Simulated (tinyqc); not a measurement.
From V_G - V_FB back to tail density at the edge g_t: field-effect mobility of a thin-film transistor with band-tail and deep states (multiple trapping). Computed by tinyqc, a small Python program. Command: `OMP_NUM_THREADS=1 python tinyqc.py 3005346 3005347 out.jsonl tft inv`. One thread of a shared host (Intel(R) Xeon(R) Processor @ 2.30GHz), about 0.2 s of CPU time with the checks.

A thick film in accumulation at small drain voltage. Only free electrons move; trapped ones still screen the gate. N_c and mu_0 are held fixed when T changes, leaving out the T^(3/2) growth of N_c. x = E_0 - psi is the distance of the Fermi level below the band edge.

Inputs (values chosen for the exercise, modelled on an amorphous In-Ga-Zn oxide): permittivity eps = 11.5; effective density of states N_c = 5.5e+18 1/cm^3; band mobility mu_0 = 17 cm^2/(V s); tail width E_t = 40 meV; flat-band Fermi level below the edge, E_0 = 0.39 eV; equivalent oxide thickness t = 7.1 nm; surface band bending psi_s as a fraction of E_0 = 0.68; temperature T = 200 K.

Deep states: none.

Constants: k_B = 8.617333262e-05 eV/K; e = 1.602176634e-19 C; eps_0 = 8.8541878128e-12 F/m.

Method:
- F_j(eta) = int_0^infinity x^j/(1 + exp(x - eta)) dx, without a gamma-function factor.
- Integrals over x = E/(k_B T) use 160 Gauss-Legendre points in u = sqrt(x) from 0 to sqrt(max(eta, 0) + 32).
- Free n(x) = N_c (2/sqrt(pi)) F_1/2(-x/k_B T), with F_1/2 from its two-term series in exp(-x/k_B T) for x >= 12 k_B T; tail n_t(x) = int_0^1.2eV g_t exp(-E/E_t)/(1 + exp((x - E)/k_B T)) dE, E counted down from the edge, 120 Gauss-Legendre points; space charge rho(psi) = n + n_t less its value at psi = 0.
- Poisson: F(psi) = sqrt((2 e/(eps eps_0)) int_0^psi rho dpsi'); V_G - V_FB = psi_s + eps F(psi_s) t/3.9; free sheet density N_f = int (n - n(E_0))/F dpsi; induced sheet density N_i = eps eps_0 F(psi_s)/e; trapezoid rule on 301 even points in psi, the first interval left out of N_f.
- mu_eff = mu_0 N_f/N_i; field-effect mobility mu_FE = mu_0 e (dN_f/dV_G)/C_ox and swing S = dV_G/dlog10(N_f), by a central difference of +/- 2 mV in psi_s; C_ox = 3.9 eps_0/t.

Question. A run gave the result below. Find the tail density at the edge g_t, known to lie between 5e+19 and 1.1e+20 1/(eV cm^3).

V_G - V_FB = 0.3516208 V

Answer.

Each step takes the trial c = (a f_b - b f_a)/(f_b - f_a), f being the result less the target and a, b, c the logarithms of the listed values; c replaces end b, the old b replaces a if the sign of f changed, and otherwise f_a is halved.

Scan of the range:
```
tail density at the edge g_t (1/(eV cm^3))  V_G - V_FB (V)
5.00e+19                                          0.347386
5.70e+19                                          0.352876
6.50e+19                                          0.358756
7.42e+19                                          0.365092
8.46e+19                                          0.371801
9.65e+19                                          0.378994
1.10e+20                                          0.386639
```

False position (Illinois rule, in the logarithm of the input) inside the bracket:
```
step        end a        end b        trial  V_G - V_FB (V)
1     5.00000e+19  5.70000e+19  5.53181e+19        0.351588
2     5.70000e+19  5.53181e+19  5.53597e+19        0.351621
3     5.70000e+19  5.53597e+19  5.53603e+19        0.351621
4     5.53597e+19  5.53603e+19  5.53600e+19        0.351621
```

V_G - V_FB rises at every point of a 13-point scan of the range (every second point is shown), so one value fits; it is bracketed by 5.00e19 and 5.70e19. Answer: tail density at the edge g_t = 5.536e19 1/(eV cm^3).
